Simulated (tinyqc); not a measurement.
# Hole mobility in a silicon inversion layer, empirical terms and Matthiessen rule: effect of the temperature

Inversion layer of sheet density Ns on a uniformly doped body. The mobility terms are empirical power laws with prefactors chosen for the exercise; adding their inverses (Matthiessen) is itself an approximation.

Nc and Nv are given at 300 K and scale as (T/300 K)^1.5; Eg is fixed. ni = sqrt(Nc Nv) exp(-Eg/(2 Vt)), Eg in volts; Ndep = sqrt(2 eps0 eps_r Nb (2 Vt ln(Nb/ni) + Vsb)/q); E = q (Ndep + eta Ns)/(eps0 eps_r), in MV/cm. With t = T/(300 K): muC = Ac (Ns/1e12 cm^-2) t/(Nb/1e17 cm^-3 + Nit/1e11 cm^-2), muP = Ap E^(-1/3) t^(-1.75), muS = As E^(-gs); 1/mu is the sum of the inverses.

Values chosen for this exercise; material values close to those of silicon:

| symbol | value | unit | meaning |
|---|---|---|---|
| Eg | 1.12 | eV | band gap |
| eps_r | 11.5 |  | relative permittivity of the semiconductor |
| Nc | 2.8e19 | cm^-3 | conduction-band density of states at the reference temperature |
| Nv | 2.68e19 | cm^-3 | valence-band density of states at the reference temperature |
| Nb | 2.3e17 | cm^-3 | body doping |
| Vsb | 0 | V | reverse body bias |
| eta | 0.3333 |  | weight of the inversion charge in the effective field |
| Ap | 125 | cm^2/(V s) | phonon-limited mobility at 1 MV/cm and 300 K |
| As | 270 | cm^2/(V s) | roughness-limited mobility at 1 MV/cm |
| gs | 1.3 |  | exponent of the roughness term |
| Ac | 2000 | cm^2/(V s) | Coulomb prefactor |
| Nit | 1.7e10 | cm^-2 | charge at the interface |
| Ns | 1.1e12 | cm^-2 | inversion density |

Constants: q = 1.602176634e-19 C, kB = 1.380649e-23 J/K, Vt = kB T/q, eps0 = 8.8541878128e-14 F/cm where lengths are in cm. Results are converted to the units shown.

Result of one run:
```
T (K),E (MV/cm),muC (cm^2/(V s)),muP (cm^2/(V s)),muS (cm^2/(V s)),mu (cm^2/(V s))
350,0.3010,1039,142.4,1286,114.1
```

What becomes of these results when the temperature T is changed from 350 to 120 K, all else the same?

Result of the changed run:
```
T (K),E (MV/cm),muC (cm^2/(V s)),muP (cm^2/(V s)),muS (cm^2/(V s)),mu (cm^2/(V s))
120,0.3333,356.3,896.1,1126,207.9
```

The whole series:
```
T (K),E (MV/cm),muC (cm^2/(V s)),muP (cm^2/(V s)),muS (cm^2/(V s)),mu (cm^2/(V s))
120,0.3333,356.3,896.1,1126,207.9
160,0.3286,475.0,544.2,1147,207.7
200,0.3235,593.8,370.2,1171,190.9
250,0.3166,742.2,252.3,1204,162.9
300,0.3090,890.7,184.9,1243,136.3
350,0.3010,1039,142.4,1286,114.1
400,0.2923,1188,113.8,1336,96.39
450,0.2831,1336,93.63,1393,82.33
```

As T goes from 120 to 450 K, E falls from 0.333 to 0.283 MV/cm and mu falls from 208 to 82.3 cm^2/(V s). The smallest term is the Coulomb one in the first row and the phonon one in the last. For T = 120 to 160 K dopant freeze-out and degenerate screening, left out here, matter.

tinyqc, about 0.01 s, one thread, Intel Xeon 2.30GHz (shared host): `OMP_NUM_THREADS=1 python tinyqc.py 2510109 2510110 out.jsonl`
